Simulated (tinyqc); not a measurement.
Reaction control against transport control: chemical vapour deposition: Grove model, boundary layer, depletion and step coverage. Computed by tinyqc, a small Python program. Command: `OMP_NUM_THREADS=1 python tinyqc.py 3004236 3004237 out.jsonl cvd walk`. One thread of a shared host (Intel(R) Xeon(R) Processor @ 2.30GHz), about 0.01 s of CPU time with the checks.

A precursor diffuses to the surface and reacts there at first order; each molecule that reacts adds one formula unit of film.

Inputs (values chosen for the exercise, close to those used for tungsten from its fluoride): prefactor k0 of k_s = 28000 cm/s; activation energy E = 0.732 eV; temperature T = 370 C; total pressure p = 190 torr; mole fraction of the precursor Y = 0.0093; gas diffusivity D0 at 273.15 K and 760 torr = 0.54 cm^2/s; film density N = 6.3e+22 formula units/cm^3; gas velocity U = 11 cm/s; kinematic viscosity nu0 at 273.15 K and 760 torr = 0.7 cm^2/s; susceptor length L = 15 cm; channel height b = 5.7 cm.

Reactor: horizontal, reduced pressure.

Constants: k_B = 8.617333262e-05 eV/K; k_B = 1.380649e-23 J/K.

Method:
- k_s = k0 exp(-E/(k_B T)); C_g = Y p/(k_B T), 1 torr = 133.322 Pa; D = D0 (T/273.15)^1.75 (760/p).
- nu = nu0 (T/273.15)^1.75 (760/p); Re = U L/nu; mean boundary layer delta = (2/3) L/sqrt(Re), at most b/2; h_g = D/delta.
- Fluxes in series: C_s = C_g/(1 + k_s/h_g); growth rate G = k_s h_g/(k_s + h_g) C_g/N; 1 cm/s = 6e8 nm/min.
- Temperatures in kelvin are T(C) + 273.15.

Rates:
```
T (C)  k_s (cm/s)  h_g (cm/s)  G (nm/min)  reaction limit (nm/min)  transport limit (nm/min)
170    1.3256e-04      2.5322  4.8606e-02               4.8609e-02                     928.6
220    9.2563e-04      2.7805  3.0492e-01               3.0502e-01                     916.2
270    4.5194e-03      3.0257  1.3501e+00               1.3522e+00                     905.2
320    1.6890e-02      3.2680  4.6035e+00               4.6273e+00                     895.3
370    5.1421e-02      3.5078  1.2805e+01               1.2993e+01                     886.3
420    1.3332e-01      3.8668  3.0215e+01               3.1257e+01                     906.6
470    3.0409e-01      4.3681  6.2167e+01               6.6494e+01                     955.2
520    6.2508e-01      4.8953  1.1357e+02               1.2807e+02                    1003.0
570    1.1797e+00      5.4480  1.8689e+02               2.2736e+02                    1050.0
```

The apparent activation energy of G is 0.69 eV between the first rows and 0.57 eV between the last, against E = 0.732 eV. k_s stays below h_g, but mixed control begins at the hot end, which lowers the slope there. In the reaction limit the slope is E - k_B T, because C_g falls as 1/T; any further lowering comes from transport. The transport limit turns upwards in the rows where delta has reached its cap b/2.
